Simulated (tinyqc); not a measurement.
Illuminated p-n diode, drift-diffusion by the Gummel loop with Scharfetter-Gummel fluxes: one step of the calculation.

Abrupt junction at x = 0, p side from -Lp, n side to Ln, ohmic contacts. psi is counted from the intrinsic level; n = ni exp((psi - phin)/Vt), p = ni exp((phip - psi)/Vt). Contacts: p side psi = V - Vt ln(Na/ni), p = Na, n = ni^2/Na; n side psi = Vt ln(Nd/ni), n = Nd, p = ni^2/Nd. Constant mobilities, D = mu Vt, Boltzmann statistics, SRH recombination through a mid-gap level, U = (n p - ni^2)/(tp (n + ni) + tn (p + ni)). Current is positive from the p contact to the n contact.

Question. Poisson equation. With phin and phip held, solve a_i (psi_(i+1) - psi_i) - a_(i-1) (psi_i - psi_(i-1)) + q w_i (p_i - n_i + C_i) = 0 for the inner nodes by Newton steps to convergence; a_i = eps0 eps_r/h_i, h_i = x_(i+1) - x_i, w_i = (h_(i-1) + h_i)/2, C = -Na or +Nd.

Values chosen for this exercise; band and dielectric values close to those of silicon: temperature T = 350 K; relative permittivity eps_r = 11.8; acceptor density of the p side Na = 9.7e17 cm^-3; donor density of the n side Nd = 3.2e16 cm^-3; bias of the p contact V = 0.55 V.

Constants: q = 1.602176634e-19 C, kB = 1.380649e-23 J/K, Vt = kB T/q, eps0 = 8.8541878128e-14 F/cm where lengths are in cm. Results are converted to the units shown.

```
node  x (nm)  phin at the start (V)  phip at the start (V)
0      -1500                   0.55                   0.55
1       -731                      0                   0.55
2       -352                      0                   0.55
3       -165                      0                   0.55
4      -73.1                      0                   0.55
5      -27.8                      0                   0.55
6       -5.5                      0                   0.55
7        5.5                      0                   0.55
8       35.7                      0                   0.55
9        119                      0                   0.55
10       347                      0                   0.55
11       975                      0                   0.55
12      2700                      0                      0
```

ni = 2.9443520e11 cm^-3

Give: psi; n after Poisson; p after Poisson.

Answer.

```
node  psi (V)  n after Poisson (cm^-3)  p after Poisson (cm^-3)
0      0.0974                  8.937e4                 9.700e17
1      0.0974                 7.428e12                 9.700e17
2      0.0974                 7.428e12                 9.700e17
3      0.0974                 7.428e12                 9.700e17
4      0.0974                 7.428e12                 9.700e17
5      0.0976                 7.483e12                 9.628e17
6      0.1060                 9.897e12                 7.280e17
7      0.1781                 1.082e14                 6.659e16
8      0.2822                 3.413e15                 2.111e15
9      0.3468                 2.906e16                 2.480e14
10     0.3499                 3.220e16                 2.237e14
11     0.3500                 3.222e16                 2.236e14
12     0.3497                 3.200e16                  2.709e6
```

Numbers from tinyqc (`OMP_NUM_THREADS=1 python tinyqc.py 2240084 2240085 out.jsonl`; about 0.5 s on one thread of a shared Intel Xeon 2.30GHz).
